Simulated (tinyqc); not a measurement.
Pelgrom slope, floor and doping from two device sizes.

Inverse problem. s^2 = A^2/(L W) + s0^2, with s0 independent of size and A = (q/Cox) sqrt(Na Wd/3) from random dopants alone, Cox = 3.9 eps0/ti. Find A, s0 and Na.

Parameters, values chosen for the exercise: oxide-equivalent thickness in inversion ti = 2.5 nm.

Constants: q = 1.602176634e-19 C, eps0 = 8.8541878128e-14 F/cm where lengths are in cm. Results are converted to the units shown.

s for gate areas 0.021 and 0.33 um^2 (mV): 7.66096004  2.16129625
Wd = 43.5690000 nm

Answer. s^2 is linear in 1/area: slope A^2, intercept s0^2.

A = 1.10 mV um
s0 = 1.00 mV
Na = 6.20e17 cm^-3

tinyqc, about 0.01 s, one thread, Intel Xeon 2.30GHz (shared host): `OMP_NUM_THREADS=1 python tinyqc.py 2090168 2090169 out.jsonl`
